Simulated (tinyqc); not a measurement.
Worked calculation: FCI on RHF in the 6-31g basis, for H2, spin multiplicity 1. One step of it, computed by the program tinyqc.

Task: FCI: roots. Diagonalise (each vector has its largest component positive (the first on a tie)); all determinants have Ms = 0, so triplets appear too. The lowest singlet root is the correlation energy.

Occupation strings over the orbitals (2 doubly, a alpha, b beta, 0 empty; spin orbitals ordered 1a 1b 2a 2b ...): 2000 ab00 a0b0 a00b ba00 b0a0 b00a 0200 0ab0 0a0b 0ba0 0020 00ab 0b0a 00ba 0002

H - E(HF) between determinants (hartree), lower triangle:
```
,2000,ab00,a0b0,a00b,ba00,b0a0,b00a,0200,0ab0,0a0b,0ba0,0020,00ab,0b0a,00ba,0002
2000,0.000000
ab00,0.000000,0.366509
a0b0,0.000000,0.000000,1.018625
a00b,0.000000,0.056967,0.000000,1.236871
ba00,0.000000,-0.105632,0.000000,0.080712,0.366509
b0a0,0.000000,0.000000,-0.095190,0.000000,0.000000,1.018625
b00a,0.000000,0.080712,0.000000,-0.112142,0.056967,0.000000,1.236871
0200,0.105632,0.000000,0.007275,0.000000,0.000000,-0.007275,0.000000,0.824752
0ab0,0.000000,0.007275,0.000000,-0.116965,0.069453,0.000000,0.080594,0.000000,1.411757
0a0b,-0.080712,0.000000,-0.116965,0.000000,0.000000,0.046883,0.000000,0.123735,0.000000,1.608488
0ba0,0.000000,0.069453,0.000000,0.080594,0.007275,0.000000,-0.116965,0.000000,-0.036570,0.000000,1.411757
0020,0.095190,0.000000,-0.017729,0.000000,0.000000,0.017729,0.000000,0.036570,0.000000,-0.034142,0.000000,2.069490
00ab,0.000000,-0.080594,0.000000,0.036097,0.046883,0.000000,-0.125342,0.000000,-0.034142,0.000000,-0.077749,0.000000,2.279623
0b0a,0.080712,0.000000,0.046883,0.000000,0.000000,-0.116965,0.000000,-0.123735,0.000000,-0.081245,0.000000,0.034142,0.000000,1.608488
00ba,0.000000,0.046883,0.000000,-0.125342,-0.080594,0.000000,0.036097,0.000000,-0.077749,0.000000,-0.034142,0.000000,-0.169565,0.000000,2.279623
0002,0.112142,0.000000,0.125342,0.000000,0.000000,-0.125342,0.000000,0.081245,0.000000,0.031540,0.000000,0.169565,0.000000,-0.031540,0.000000,2.533448
```

Give: lowest roots of this matrix, relative to E(HF); lowest vectors; <S^2> of these roots; weight of the ground state by excitation level 0, 1, 2, ....

Result:

lowest roots of this matrix, relative to E(HF) (hartree): -0.0316  0.2336  0.4596  0.7998  0.9154  1.0528  1.1321  1.1784

lowest vectors:
```
,root 1,root 2,root 3,root 4
2000,0.9862,0.0000,0.0000,0.1447
ab00,0.0000,0.6968,0.7040,0.0000
a0b0,0.0127,0.0000,0.0000,-0.0826
a00b,0.0000,-0.1093,0.0215,0.0000
ba00,0.0000,0.6968,-0.7040,0.0000
b0a0,-0.0127,0.0000,0.0000,0.0826
b00a,0.0000,-0.1093,-0.0215,0.0000
0200,-0.1330,0.0000,0.0000,0.9619
0ab0,0.0000,-0.0499,0.0467,0.0000
0a0b,0.0570,0.0000,0.0000,-0.1363
0ba0,0.0000,-0.0499,-0.0467,0.0000
0020,-0.0371,0.0000,0.0000,-0.0438
00ab,0.0000,0.0043,0.0423,0.0000
0b0a,-0.0570,0.0000,0.0000,0.1363
00ba,0.0000,0.0043,-0.0423,0.0000
0002,-0.0391,0.0000,0.0000,-0.0332
```

<S^2> of these roots: 0.0000  2.0000  0.0000  0.0000  2.0000  0.0000  2.0000  0.0000

weight of the ground state by excitation level 0, 1, 2, ...: 0.9726  0.0003  0.0271
